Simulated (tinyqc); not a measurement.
# Worked calculation: fully depleted semiconductor-on-insulator film with two gates, non-linear Poisson equation by Newton steps

Numbers from tinyqc (`OMP_NUM_THREADS=1 python tinyqc.py 2190114 2190115 out.jsonl`; about 0.5 s on one thread of a shared Intel Xeon 2.30GHz). Printed values are rounded.

One dimension across the film, front interface at x = 0, back interface at x = ts. psi is counted from the intrinsic level, n = ni exp(psi/Vt) (source grounded), holes neglected, acceptors ionised. Gates act through Cox = eps0 eox/tox and Cbox = 3.9 eps0/tb with potentials G1 = Vg - (phiM - chi - Vt ln(Nc/ni)) and G2 = Vb - (phiB - chi - Vt ln(Nc/ni)). Classical Boltzmann densities, no interface charge, no depletion in the back plane.

Parameters, values chosen for the exercise; band and dielectric values those of a made-up semiconductor: temperature T = 350 K; band gap Eg = 1.18 eV; relative permittivity eps_r = 13; conduction-band density of states at T Nc = 2.66e19 cm^-3; valence-band density of states at T Nv = 3.57e19 cm^-3; electron affinity chi = 3.92 eV; relative permittivity of the gate insulator (close to silicon dioxide) eox = 3.9; insulator thickness tox = 1.6 nm; film thickness ts = 26 nm; buried-oxide thickness (eps_r 3.9) tb = 58 nm; acceptor density of the film Na = 1e15 cm^-3; work function of the front gate phiM = 4.15 eV; work function of the back plane phiB = 4.97 eV; back-gate voltage Vb = 0 V; front-gate voltage Vg = 0.63 V.

Constants: q = 1.602176634e-19 C, kB = 1.380649e-23 J/K, Vt = kB T/q, eps0 = 8.8541878128e-14 F/cm where lengths are in cm. Results are converted to the units shown.

Range of the model: In so thin a film or at such density quantum confinement moves the charge away from the interfaces and raises the threshold.

## Capacitances and gate potentials

ni = sqrt(Nc Nv) exp(-Eg/(2 Vt)), Eg in volts; Cox, Cbox, G1, G2 as defined; Cs = eps0 eps_r/ts; a = eps0 eps_r/h with h = ts/10; coupling ratio of a depleted film Cs Cbox/(Cox (Cs + Cbox)).

ni = 9.843484e10 cm^-3
Cox = 2.158208 uF/cm^2
Cbox = 0.05953678 uF/cm^2
Cs = 0.4427094 uF/cm^2
a = 4.427094 uF/cm^2
G1 = 0.9855628 V
G2 = -0.4644372 V
coupling ratio = 0.02431611

## Iteration 1: density, residual and Jacobian diagonal

psi at the start, node 0 to 10 (V): 0.2  0.2  0.2  0.2  0.2  0.2  0.2  0.2  0.2  0.2  0.2

Nodes 0 to 10, h = ts/10, box widths w = h (h/2 at both ends), a = eps0 eps_r/h. F_i = a (psi_(i+1) - 2 psi_i + psi_(i-1)) - q w_i (n_i + Na); F_0 = a (psi_1 - psi_0) + Cox (G1 - psi_0) - q w_0 (n_0 + Na); F_10 = a (psi_9 - psi_10) + Cbox (G2 - psi_10) - q w_10 (n_10 + Na). Diagonal b_i = -2 a - q w_i n_i/Vt, with -a - Cox and -a - Cbox in place of -2 a at the ends.

```
node	n (cm^-3)	residual F (C/cm^2)	diagonal b (F/cm^2)
0	7.464867e13	1.695386e-6	-6.585354e-6
1	7.464867e13	-4.476620e-11	-8.854291e-6
2	7.464867e13	-4.476620e-11	-8.854291e-6
3	7.464867e13	-4.476620e-11	-8.854291e-6
4	7.464867e13	-4.476620e-11	-8.854291e-6
5	7.464867e13	-4.476620e-11	-8.854291e-6
6	7.464867e13	-4.476620e-11	-8.854291e-6
7	7.464867e13	-4.476620e-11	-8.854291e-6
8	7.464867e13	-4.476620e-11	-8.854291e-6
9	7.464867e13	-4.476620e-11	-8.854291e-6
10	7.464867e13	-3.958084e-8	-4.486682e-6
```

## Iteration 1: Newton step

Solve a d_(i-1) + b_i d_i + a d_(i+1) = -F_i for all nodes. If the largest |d| exceeds 4 Vt, the whole step is scaled down so that it equals 4 Vt.

```
node	Newton step d, before damping (V)	psi after iteration 1 (V)
0	0.7506579	0.3206427
1	0.7336556	0.3179101
2	0.7166805	0.3151819
3	0.6997321	0.3124581
4	0.6828102	0.3097385
5	0.6659143	0.3070230
6	0.6490440	0.3043117
7	0.6321990	0.3016044
8	0.6153788	0.2989012
9	0.5985830	0.2962018
10	0.5818113	0.2935063
```

## Iteration 2: density, residual and Jacobian diagonal

As before.

```
node	n (cm^-3)	residual F (C/cm^2)	diagonal b (F/cm^2)
0	4.075679e15	1.422833e-6	-6.588117e-6
1	3.722658e15	-1.773785e-10	-8.859329e-6
2	3.400707e15	-1.642484e-10	-8.858885e-6
3	3.107043e15	-1.522962e-10	-8.858479e-6
4	2.839137e15	-1.414165e-10	-8.858109e-6
5	2.594692e15	-1.315137e-10	-8.857771e-6
6	2.371616e15	-1.225007e-10	-8.857463e-6
7	2.168011e15	-1.142983e-10	-8.857182e-6
8	1.982148e15	-1.068346e-10	-8.856925e-6
9	1.812455e15	-1.000441e-10	-8.856691e-6
10	1.657501e15	-3.324771e-8	-4.487775e-6
```

## Iteration 2: Newton step

As before.

```
node	Newton step d, before damping (V)	psi after iteration 2 (V)
0	0.6210427	0.4412853
1	0.6028037	0.4350097
2	0.5853048	0.4288822
3	0.5684640	0.4228869
4	0.5522087	0.4170096
5	0.5364744	0.4112376
6	0.5212041	0.4055599
7	0.5063471	0.3999665
8	0.4918584	0.3944487
9	0.4776980	0.3889986
10	0.4638303	0.3836092
```

## Course of the Newton iteration

Stop when the largest undamped |d| is below 1e-9 V, or after 80 iterations.

Course of the iteration:
```
iteration	largest |F| (C/cm^2)	largest |d| (V)
1	1.70e-6	0.751
2	1.42e-6	0.621
3	1.14e-6	0.363
4	5.33e-7	0.0340
5	2.44e-7	0.0107
6	2.58e-8	1.19e-3
7	3.92e-10	1.75e-5
8	9.70e-14	4.38e-9
9	< 1e-18	< 1e-13
```

Converged in 9 iterations.

## Electron sheet density, centroid and oxide fields

converged psi, node 0 to 10 (V): 0.5867591  0.5225567  0.4893522  0.4664627  0.4484074  0.4330131  0.4192198  0.4064433  0.3943358  0.3826791  0.3713318

n_i = ni exp(psi_i/Vt); N_inv = sum w_i n_i with w = ts/10, halved at the ends; centroid sum w n x/N_inv; fields (G1 - psi_0)/tox and (G2 - psi_10)/tb.

n, node 0 to 10 (cm^-3): 2.767632e19  3.293325e18  1.095242e18  5.127623e17  2.817941e17  1.691467e17  1.070652e17  7.009303e16  4.691739e16  3.187757e16  2.188221e16
N_inv = 5.058904e12 cm^-2
centroid = 1.456481 nm
field in the front oxide = 2.492523 MV/cm
field in the buried oxide = -0.1440981 MV/cm

The centroid lies at 0.056 of the film, near the front interface. A 400-interval mesh gives N_inv = 4.752e12 cm^-2; this mesh is 6.4 % above it.
